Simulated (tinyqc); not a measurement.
# MESFET, gradual channel with velocity saturation: what changes with what

A uniformly doped n-type channel, depleted from the top by a Schottky gate; at channel potential V the depleted share of a is u = sqrt((Vbi - Vg + V)/Vp), s at the source. Electrons drift with v = mu E/(1 + mu E/vsat). Abrupt depletion edge, no series resistance, source at 0.

Inputs (values chosen for the exercise); material values close to those of 4H silicon carbide:
```
symbol,value,unit,meaning
T,250,K,temperature
eps_r,9.58,,relative permittivity of the semiconductor
Nc,1.32e19,cm^-3,conduction-band density of states at T
Nd,2.2e17,cm^-3,donor density of the channel
a,130,nm,channel thickness
mu,370,cm^2/(V s),low-field mobility at this doping
vsat,2.8e7,cm/s,saturation velocity
L,0.3,um,gate length
W,200,um,gate width
phiB,1.41,V,Schottky barrier
Vg,0,V,gate voltage
```

Constants: q = 1.602176634e-19 C, kB = 1.380649e-23 J/K, Vt = kB T/q, eps0 = 8.8541878128e-14 F/cm where lengths are in cm. Results are converted to the units shown.

Each table varies one quantity; the others keep the values above.

## Effect of the low-field mobility at this doping on saturation

Vbi = phiB - Vt ln(Nc/Nd); Vp = q Nd a^2/(2 eps0 eps_r); G0 = q mu Nd a W/L; Z = mu Vp/(vsat L); s = sqrt((Vbi - Vg)/Vp). I = (G0 Vp/3) F/(1 + Z (u^2 - s^2)), F = 3 (u^2 - s^2) - 2 (u^3 - s^3), with u at V = Vd; Z = 0 gives constant mobility, for which u stops at 1. The current peaks at u = um, the root of (1 - u)(1 + Z (u^2 - s^2)) = Z F/3; beyond Vdsat = Vp (um^2 - s^2) it is held at that value. gm = G0 (um - s)/(1 + Z (um^2 - s^2)).

Results:
```
mu (cm^2/(V s))	Z	um	Vdsat (V)	Isat (mA)	Isat for Z = 0 (mA)	gm (mS)
74	0.3093	0.9710	1.989	7.433	8.801	6.876
200	0.8360	0.9369	1.761	16.18	23.79	13.92
330	1.379	0.9122	1.600	22.52	39.25	18.49
550	2.299	0.8828	1.415	30.08	65.41	23.48
900	3.762	0.8519	1.226	38.01	107.0	28.32
1500	6.270	0.8192	1.034	46.40	178.4	33.09
```

Estimate the missing row, mu = 120 cm^2/(V s).

Computed row:
```
mu (cm^2/(V s))	Z	um	Vdsat (V)	Isat (mA)	Isat for Z = 0 (mA)	gm (mS)
120	0.5016	0.9569	1.894	11.05	14.27	9.908
```

With this row back in the table: As mu goes from 74 to 1500 cm^2/(V s), Vdsat falls from 1.99 to 1.03 V, Isat rises from 7.43 to 46.4 mA and gm rises from 6.88 to 33.1 mS. Isat is 0.845 of the constant-mobility value in the first row and 0.260 in the last.

## Effect of the gate voltage on saturation

Same model as above.

The same in every row: Z = 1.547.

Effect of the gate voltage on saturation:
```
Vg (V)	um	Vdsat (V)	Isat (mA)	Isat for Z = 0 (mA)	gm (mS)
-1.8	0.9958	0.3604	1.068	1.245	5.164
-1.5	0.9880	0.6057	3.083	3.962	8.167
-1.2	0.9769	0.8293	5.924	8.296	10.72
-0.9	0.9630	1.035	9.488	14.34	13.01
-0.6	0.9465	1.224	13.72	22.21	15.18
-0.3	0.9275	1.399	18.60	32.04	17.34
0	0.9060	1.560	24.13	44.00	19.59
```

What does the table show?

As Vg goes from -1.8 to 0 V, Vdsat rises from 0.360 to 1.56 V, Isat rises from 1.07 to 24.1 mA and gm rises from 5.16 to 19.6 mS. Isat is 0.858 of the constant-mobility value in the first row and 0.548 in the last. For Vg = -1.8 to -1.5 V the open channel at the source, (1 - s) a, is under two Debye lengths, so the abrupt edge is rough.

## Effect of the saturation velocity on saturation

Same model as above.

The same in every row: Isat for Z = 0 (mA) = 44.00.

Result of one run:
```
vsat (cm/s)	Z	um	Vdsat (V)	Isat (mA)	gm (mS)
3e6	14.44	0.7687	0.7532	6.359	4.282
```

What becomes of these results when the saturation velocity vsat is changed from 3e6 to 7.7e6 cm/s, all else the same?

Result of the changed run:
```
vsat (cm/s)	Z	um	Vdsat (V)	Isat (mA)	gm (mS)
7.7e6	5.624	0.8261	1.074	12.27	8.829
```

The whole series:
```
vsat (cm/s)	Z	um	Vdsat (V)	Isat (mA)	gm (mS)
3e6	14.44	0.7687	0.7532	6.359	4.282
4.8e6	9.022	0.7964	0.9055	8.955	6.214
7.7e6	5.624	0.8261	1.074	12.27	8.829
1.2e7	3.609	0.8545	1.242	16.00	11.96
2e7	2.165	0.8864	1.437	20.82	16.35
3.1e7	1.397	0.9116	1.596	25.13	20.60
5e7	0.8661	0.9353	1.750	29.63	25.41
```

As vsat goes from 3e6 to 5e7 cm/s, Vdsat rises from 0.753 to 1.75 V, Isat rises from 6.36 to 29.6 mA and gm rises from 4.28 to 25.4 mS. Isat is 0.145 of the constant-mobility value in the first row and 0.673 in the last.

Numbers from tinyqc (`OMP_NUM_THREADS=1 python tinyqc.py 2500070 2500071 out.jsonl`; about 0.04 s on one thread of a shared Intel Xeon 2.30GHz).
